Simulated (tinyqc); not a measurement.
Width of the well: strained quantum well: band edges, subbands and transparency.

Growth on (001), barriers unstrained: tr(e) = e (2 - nu2), Z = b e (1 + nu2); Ec = Ev + Eg + ac tr(e), E_HH = Ev + av tr(e) + Z, E_LH = Ev + av tr(e) - Z (coupling to the split-off band left out).

Masses along z: me, 1/(g1 - 2 g2) for HH, 1/(g1 + 2 g2) for LH, likewise in the barrier; in the plane me, 1/(g1 + g2) for HH and 1/(g1 - g2) for LH (no mixing, which understates the hole masses away from k = 0). Level n solves k L + 2 atan[(k/m)/(kappa/mb)] = n pi, k = sqrt(m E/c), kappa = sqrt(mb (V - E)/c), c = hbar^2/2m0.

Transparency (Bernard-Duraffourg): Fc - Fv equals the lowest transition energy with n = p, n = sum m/(2 pi c) kB T ln(1 + exp((Fc - E)/kB T)) and p likewise over the listed subbands; c = hbar^2/2m0, 1/angstrom^2 = 1e16/cm^2.

Constants: hbar^2/2m0 = 3.80998211 eV angstrom^2; kB = 8.617333262e-05 eV/K; hc = 1239.841984 eV nm.

Values chosen for the exercise (near those of an InGaAs/InP well; the results hold for these values, not for the real material):
```
symbol  value                      unit      meaning
e       0.006                                strain in the plane
nu2     0.985                                2 C12/C11
Eg      0.813                      eV        unstrained gap of the well
Ev      -0.611                     eV        its valence edge
ac      -6.23                      eV
av      1.09                       eV        Ev moves by av tr(e)
b       -1.91                      eV        shear potential
Egb     1.35                       eV        gap of the barrier
Evb     -0.94                      eV        its valence edge
me      0.0463                     m0        electron mass
g1      12.84                                gamma1
g2      4.96                                 gamma2
meb     0.08                       m0
g1b     5.08
g2b     1.6
T       300                        K         temperature
Ls      (30, 40, 55, 70, 90, 120)  angstrom  widths
```

All levels anew.

Results:
```
L (angstrom)  wavelength (nm)  top hole  hh1 - lh1 (meV)  n_tr (1e12/cm^2)  share in top  n_tr/L (1e18/cm^3)
30                       1265       hh1               49             0.451          0.70                1.50
55                       1391       hh1               13             0.581          0.39                1.06
70                       1433       hh1                0             0.658          0.29                0.94
90                       1489       lh1              -11             0.644          0.70                0.72
120                      1542       lh1              -22             0.657          0.72                0.55
```

Give the missing row, L (angstrom) = 40.

Computed row:
```
L (angstrom)  wavelength (nm)  top hole  hh1 - lh1 (meV)  n_tr (1e12/cm^2)  share in top  n_tr/L (1e18/cm^3)
40                       1328       hh1               32             0.500          0.56                1.25
```

The wavelength tunes by 277 nm. The sheet density at transparency changes from 0.45 to 0.66, the top hole subband holding 0.70 and 0.72 of the holes at the ends, while the volume density falls by a factor 2.7. Critical thickness and carrier escape are left out.

(tinyqc, `OMP_NUM_THREADS=1 python tinyqc.py 1281088 1281089 out.jsonl`, Intel(R) Xeon(R) Processor @ 2.30GHz, 1 thread, shared host, about 0.01 s.)
